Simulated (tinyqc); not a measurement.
Averaged masses of warped heavy- and light-hole bands, step by step. Values are carried at full precision from step to step, so a last printed digit may differ when a step is redone from the rounded ones.

Constants: Ry = 13.60569312 eV; a0 (Bohr radius) = 0.5291772105 angstrom; kB = 8.617333262e-05 eV/K; hbar^2/2m0 = 3.80998211 eV angstrom^2.

Parameters, chosen for this exercise (near those of Ge; shifted at random, so the results belong to these values and not to a real crystal):
```
symbol  value  unit  meaning
g1      13.35        Luttinger gamma1
g2      4.25         gamma2
g3      5.7          gamma3
eps     16.11        dielectric constant
mso     0.091  m0    split-off mass
Dso     0.289  eV    spin-orbit splitting
T       400    K     temperature
```

## Other forms of the parameters

Dresselhaus-Kip-Kittel form E = c [A k^2 -/+ sqrt(B^2 k^4 + C^2 (kx^2 ky^2 + ky^2 kz^2 + kz^2 kx^2))] with A = g1, B = 2 g2, C^2 = 12 (g3^2 - g2^2). Spherical form: mu = (6 g3 + 4 g2)/(5 g1), delta = (g3 - g2)/g1, masses 1/(g1 (1 -/+ mu)). Effective rydberg R* = Ry/(g1 eps^2) and radius a* = a0 g1 eps.

A, B, |C|: 13.350  8.500  13.158

mu, delta: 0.7670  0.1086

spherical masses, heavy and light (m0): 0.3215  0.0424

R* = 3.93 meV
a* = 113.8 angstrom

delta/mu = 0.14 measures the warping against the spherical splitting.

## Masses along six directions

Four-band hole energies E = c k^2 f(u), c = hbar^2/2m0, f = g1 -/+ 2 sqrt(g2^2 + 3 (g3^2 - g2^2) s), s = ux^2 uy^2 + uy^2 uz^2 + uz^2 ux^2 for the unit vector u; minus for heavy, plus for light holes; the mass along u is 1/f.

Give s and both masses.

Masses (m0):
```
direction        s   heavy   light
[100]      0.00000  0.2062  0.0458
[110]      0.25000  0.3844  0.0415
[111]      0.33333  0.5128  0.0404
[310]      0.09000  0.2514  0.0440
[311]      0.15702  0.2960  0.0429
[321]      0.25000  0.3844  0.0415
```

The heavy mass grows by a factor of 2.49 from [100] to [111] while the light one shrinks by 12 %; 1/m_heavy + 1/m_light = 2 g1 in every direction.

## Density-of-states masses from three directions

m_d^(3/2) is the angular mean of m(u)^(3/2). The rule mean = (10 F[100] + 16 F[110] + 9 F[111])/35 is exact for cubic harmonics up to sixth order. Total m_d = (m_h^(3/2) + m_l^(3/2))^(2/3).

m^(3/2):
```
direction    heavy    light
[100]      0.09362  0.00979
[110]      0.23834  0.00845
[111]      0.36724  0.00812
```

m_d heavy, light (m0): 0.3755  0.0425

total = 0.3850 m0
share of light holes = 3.7 %

## Averages on a grid

Grid: n x n midpoints in cos(theta) from 0 to 1 and phi from 0 to pi/2, equal weights. m_d = <f^(-3/2)>^(2/3). Conductivity mass for one scattering time: 1/m_c = <|w|^2 f^(-5/2)>/<f^(-3/2)> with w = grad_k(k^2 f)/(2 k), that is |w|^2 = f^2 + |angular gradient of f|^2/4.

Use n = 40.

m_d heavy, light (m0): 0.3527  0.0423

m_c heavy, light (m0): 0.2786  0.0421

The three-direction rule differs from the grid by +6.47 % for heavy holes. Warping makes m_c of the heavy holes 21 % smaller than m_d; on a sphere the two are equal.

## Effective density of states

Nv = 2 (kT/(4 pi c))^(3/2) [m_h^(3/2) + m_l^(3/2) + mso^(3/2) exp(-Dso/kT)], c = hbar^2/2m0, parabolic bands, m_h and m_l the density-of-states masses from the grid; 1 angstrom^-3 = 1e24 cm^-3.

prefactor = 3.8635e+19 cm^-3

the three terms: 0.20949  0.00871  0.00001

Nv = 8.430e+18 cm^-3

shares (%): 96.0  4.0  0.0

kT/Dso = 0.12, small enough for the four-band form.

## Checks

- m_d and m_c of heavy holes for g2 = g3 against 1/(g1 - 2 g3): they agree to 1e-10 or better.
- m_d of heavy holes on grids of 40 and 160: both 0.3527.

tinyqc: `OMP_NUM_THREADS=1 python tinyqc.py 1051096 1051097 out.jsonl`; about 0.02 s, one thread, shared Intel(R) Xeon(R) Processor @ 2.30GHz.
